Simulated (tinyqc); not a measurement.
Worked calculation: three-band (Emery) model of a CuO2 plane downfolded to one band. Values are carried at full precision from step to step, so a last printed digit may differ when a step is redone from the rounded ones.

Electron picture, d at 0 and the oxygen p orbitals at -D; sx = sin(kx a/2), sy = sin(ky a/2). H = [[0, 2 tpd sx, -2 tpd sy], [., -D, -4 tpp sx sy], [., ., -D]], real and symmetric. The top (antibonding) band crosses the Fermi level.

Inputs chosen for the exercise (of the size used for cuprate planes; the results hold for these values, not for the real material): D = 3.7 eV (ed - ep); tpd = 1.55 eV (d-p hopping); tpp = 0.42 eV (p-p hopping); k = (0.34, 0.46) pi/a (wave vector).

## H at one k

Fill in the matrix.

sx, sy: 0.50904  0.66131

H (eV):
```
,d,px,py
d,0,1.5780,-2.0501
px,1.5780,-3.7000,-0.5655
py,-2.0501,-0.5655,-3.7000
```

## Exact levels

Diagonalise.

levels (eV): -4.6462  -4.2077  1.4539

weights of the top band: d 0.7599, px 0.0953, py 0.1449

## Loewdin downfolding onto d

h(E) = H_dd + V (E - H_pp)^-1 V^T with V = H_dp. The level solves E = h(E). Newton: start at E = 0, set Z = 1/(1 - dh/dE) = 1/(1 + |(E - H_pp)^-1 V^T|^2) and E(new) = E + Z (h - E); stop when the step is below 1e-9 eV.

Iterations:
```
i,E (eV),h(E) (eV),Z
0,0.00000,2.12586,0.5967
1,1.26840,1.51497,0.7445
2,1.45197,1.45449,0.7597
3,1.45388,1.45388,0.7599
4,1.45388,1.45388,0.7599
```

The first value, h(0) = 2.1259 eV, is the energy-independent downfolding; the root is 1.4539 eV, so h(0) is 46 % too high. The final Z is the d weight of the state.

## Hoppings of the top band

One-band form E = e0 - 2t (cos kx + cos ky) - 4t' cos kx cos ky - 2t'' (cos 2kx + cos 2ky) - 4t''' (cos 2kx cos ky + cos kx cos 2ky), k in 1/a. Each hopping is minus the mean of E cos(m kx) cos(n ky) over a 12 x 12 mesh, k = (j + 1/2) 2 pi/12.

Fourier coefficients of the exact top band.

e0, t, t', t'', t''' (eV): 1.8731  0.4272  0.0007  0.0288  0.0021

t'/t = 0.002

## The one-band model at k

Evaluate the one-band form at k with e0 and t alone, with t' added, and with all four hoppings.

E (eV): (t alone) 1.3544, (t and t') 1.3543, (all four) 1.4454

The three-band value is 1.4539 eV.

## Checks

- Top level at (1,1) against the root of E (E + D - 4 tpp) = 8 tpd^2: both 3.48890.

Run: tinyqc, `OMP_NUM_THREADS=1 python tinyqc.py 1481077 1481078 out.jsonl`; Intel(R) Xeon(R) Processor @ 2.30GHz, one thread, shared host; about 0.06 s of CPU time with all checks.
